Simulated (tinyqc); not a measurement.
Hubbard chain of 4 sites, step by step. Computed by tinyqc, a small Python program that keeps every step. Settings: hopping = 0.62, U = 4.4, mixing = 0.2, iteration cap = 70. Command: `OMP_NUM_THREADS=1 python tinyqc.py 27716 27717 out.jsonl` (the two numbers bound the seeds that draw the settings). One thread of a shared host (Intel(R) Xeon(R) Processor @ 2.60GHz), about 0.2 s of CPU time with the checks. Later iterations appear only in the table of the cycle.

## Mean-field iteration 1

one-body matrix (hopping and site energies) (eV), order 1, 2, 3, 4:
$$\begin{pmatrix}
0.00000 & -0.62000 & 0.00000 & 0.00000 \\
-0.62000 & 0.00000 & -0.62000 & 0.00000 \\
0.00000 & -0.62000 & 0.00000 & -0.62000 \\
0.00000 & 0.00000 & -0.62000 & 0.00000
\end{pmatrix}$$

U = 4.40000 eV

electrons, up and down: [2, 2]

mixing = 0.20000

n(up) at the start (a guess, not normalised): 1 0.80000, 2 0.20000, 3 0.80000, 4 0.20000

n(down) at the start (a guess): 1 0.20000, 2 0.80000, 3 0.20000, 4 0.80000

H(up) = T + U n(down), H(down) = T + U n(up); fill the lowest levels; n(new) = n + mixing (n(out) - n); E = tr T (rho up + rho down) + U sum n_up n_down of the output.

levels, up (eV): [0.54206, 0.82551, 3.57449, 3.85794]

levels, down (eV): [0.54206, 0.82551, 3.57449, 3.85794]

energy = -0.42749 eV

n(up) after iteration 1: 1 0.83150, 2 0.17585, 3 0.82415, 4 0.16850

n(down) after iteration 1: 1 0.16850, 2 0.82415, 3 0.17585, 4 0.83150

## Mean-field iteration 2

As before.

levels, up (eV): [0.44814, 0.70135, 3.69865, 3.95186]

levels, down (eV): [0.44814, 0.70135, 3.69865, 3.95186]

energy = -0.46054 eV

n(up) after iteration 2: 1 0.85783, 2 0.15467, 3 0.84533, 4 0.14217

n(down) after iteration 2: 1 0.14217, 2 0.84533, 3 0.15467, 4 0.85783

## Mean-field iteration 3

As before.

levels, up (eV): [0.36399, 0.59689, 3.80311, 4.03601]

levels, down (eV): [0.36399, 0.59689, 3.80311, 4.03601]

energy = -0.48100 eV

n(up) after iteration 3: 1 0.87971, 2 0.13637, 3 0.86363, 4 0.12029

n(down) after iteration 3: 1 0.12029, 2 0.86363, 3 0.13637, 4 0.87971

## Convergence

Each step fills the lowest levels of T + U n(other spin) and sets n(new) = n + mixing (n(out) - n); stop when output and input agree to 1e-8.

Course of the cycle:
```
iteration      E (eV)  largest |n(out) - n(in)|  mean |n_up - n_down|
1          -0.4274878                  1.57e-01               0.87826
2          -0.4605421                  1.32e-01               0.89321
3          -0.4809994                  1.09e-01               0.90406
4          -0.4938249                  9.04e-02               0.91211
5          -0.5019636                  7.45e-02               0.91818
6          -0.5071844                  6.13e-02               0.92283
7          -0.5105651                  5.03e-02               0.92643
8          -0.5127719                  4.12e-02               0.92926
9          -0.5142223                  3.37e-02               0.93150
10         -0.5151811                  2.78e-02               0.93328
11         -0.5158178                  2.32e-02               0.93471
...               ...                       ...                   ...
60         -0.5171118                  2.15e-06               0.94094
61         -0.5171118                  1.78e-06               0.94094
62         -0.5171118                  1.47e-06               0.94094
63         -0.5171118                  1.21e-06               0.94094
64         -0.5171118                  1.00e-06               0.94094
65         -0.5171118                  8.26e-07               0.94094
66         -0.5171118                  6.82e-07               0.94094
67         -0.5171118                  5.63e-07               0.94094
68         -0.5171118                  4.65e-07               0.94094
69         -0.5171118                  3.84e-07               0.94094
70         -0.5171118                  3.17e-07               0.94094
```

Not converged within 70 iterations: the residual falls steadily but slowly, by a factor of about 0.83 a step. The lowest mean-field energy found from random starts is -0.51711 eV. Reruns (cap 100 unless said): mixing 0.5: converged in 31 (E = -0.51711); mixing 0.9: converged in 13 (E = -0.51711); the original settings with a cap of 400: converged in 89 (E = -0.51711).

## Exact diagonalisation (36 states)

Lowest levels of the sector, and the double occupancy of the lowest state.

lowest levels (eV): [-0.76981, -0.55586, -0.33071, -0.21701, -0.10024, 0.00000]

double occupancy per site = 0.03802

## The lowest level by Lanczos steps

From a random start vector (not printed): a_j = <q_j|H|q_j>, b_j = norm of the remainder after orthogonalising; the Ritz value is the lowest eigenvalue of the tridiagonal matrix of a and b so far.

Lanczos:
```
j   a_j (eV)  b_j (eV)  lowest Ritz value (eV)
1    2.84581   2.94208               2.8458083
2    4.00745   3.39750               0.4277679
3    5.69708   1.80135              -0.4722632
4    4.29436   2.23319              -0.5782681
5    2.72901   3.36571              -0.6286414
6    6.02647   2.10319              -0.7319474
7    5.32694   0.78869              -0.7685566
8    5.57519   2.56954              -0.7693234
9    5.49274   3.30713              -0.7694800
10   2.73672   1.36783              -0.7697146
```
